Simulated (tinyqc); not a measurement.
Shallow acceptor in the spherical four-band model, step by step. Values are carried at full precision from step to step, so a last printed digit may differ when a step is redone from the rounded ones.

Units Ry* = Ry/(g1 eps^2) and a* = a0 eps g1; mu = (6 g3 + 4 g2)/(5 g1) is the spherical heavy-light coupling and delta = (g3 - g2)/g1 the cubic term, which is left out.

Constants: Ry = 13.60569312 eV; a0 (Bohr radius) = 0.5291772105 angstrom.

Inputs chosen for the exercise (near those of a shallow acceptor in Si, where the small spin-orbit splitting and strong warping make this model rough; shifted at random, so the results belong to these values and not to a real crystal): g1 = 4.28 (Luttinger gamma1); g2 = 0.34 (gamma2); g3 = 1.45 (gamma3); eps = 11.6 (dielectric constant); al = (0.176, 1.05, 6.32) 1/a*^2 (exponents a_i, the same for f and g); Dso = 0.044 eV (spin-orbit splitting).

## Units and couplings

Give Ry*, a*, mu, delta and the spherical masses 1/(g1 (1 -/+ mu)).

Ry* = 23.624 meV
a* = 26.27 angstrom
mu = 0.4701
delta = 0.2593

heavy and light mass (m0): [0.4409, 0.1589]

A hydrogen model with the heavy mass would bind by Ry*/(1 - mu) = 44.6 meV and with the light mass by 16.1 meV. delta/mu = 0.55: the cubic term is not small, so the spherical result is a first estimate.

## Matrices in a small basis

The ground state 1S3/2 has an L = 0 part f(r) and an L = 2 part g(r). In units of Ry* and a*, with Gaussians f_i = exp(-a_i r^2), g_i = r^2 exp(-a_i r^2), A = a_i + a_j and I(n) = Gamma((n + 1)/2)/(2 A^((n + 1)/2)): S_ff = I(2), S_gg = I(6), H_ff = (6 a_i a_j/A) I(2) - 2 I(1), H_gg = (14 a_i a_j/A) I(6) - 2 I(5), H_fg = -mu [15 I(2) - 20 a_j I(4) + 4 a_j^2 I(6)]; each function is then normalised. The split-off band is left out.

Form S and H.

S, rows f1, f2, f3, g1, g2, g3 and columns alike:
$$\begin{pmatrix}
1.0000 & 0.5873 & 0.1850 & 0 & 0 & 0 \\
0.5873 & 1.0000 & 0.5845 & 0 & 0 & 0 \\
0.1850 & 0.5845 & 1.0000 & 0 & 0 & 0 \\
0 & 0 & 0 & 1.0000 & 0.2888 & 0.0195 \\
0 & 0 & 0 & 0.2888 & 1.0000 & 0.2856 \\
0 & 0 & 0 & 0.0195 & 0.2856 & 1.0000
\end{pmatrix}$$

H (Ry*), rows f1, f2, f3, g1, g2, g3 and columns alike:
$$\begin{pmatrix}
-0.8109 & -0.9363 & -0.8742 & -0.3204 & -0.0925 & -0.0063 \\
-0.9363 & -0.1204 & -0.4233 & -0.5521 & -1.9117 & -0.5460 \\
-0.8742 & -0.4233 & 10.9366 & -0.2245 & -3.2866 & -11.5066 \\
-0.3204 & -0.5521 & -0.2245 & 0.5179 & 0.2246 & -0.0131 \\
-0.0925 & -1.9117 & -3.2866 & 0.2246 & 5.6058 & 2.6673 \\
-0.0063 & -0.5460 & -11.5066 & -0.0131 & 2.6673 & 39.9609
\end{pmatrix}$$

## Ground state in the small basis

Solve H u = E S u for the lowest level of the acceptor; the first half of the basis is L = 0 and the second L = 2. Give E, E without the f-g block, and the L = 2 weight u_g S_gg u_g with u S u = 1.

E = -1.225 Ry*
E without coupling = -0.989 Ry*
L = 2 weight = 0.088

Without the coupling the exact value is -1, which this basis, tuned to the compact coupled state, misses by 0.011. The coupling to L = 2 takes the level to 1.23 times that exact value.

## Converged result

Converged values use 22 exponents 2.2^i, i = -7 to 14, for f and for g.
Ground and next level of the same symmetry, L = 2 weight and mean radius.

1S3/2 and 2S3/2 (Ry*): [-1.254, -0.342]

binding energies (meV): [29.6, 8.1]

L = 2 weight = 0.097
<r> = 32.5 angstrom

The small basis reaches 98 % of the binding. The ratio 1S/2S is 3.66 (4 for hydrogen). The binding is 0.67 of Dso, so the split-off band, left out here, would deepen it noticeably.

## Checks

- Level at mu = 0 against -1 Ry*: both -1.0000.
- Ground level from a second, denser basis, Ry*: both -1.254.

Program tinyqc; command `OMP_NUM_THREADS=1 python tinyqc.py 1280417 1280418 out.jsonl`; about 0.06 s on one thread of a shared Intel(R) Xeon(R) Processor @ 2.30GHz.
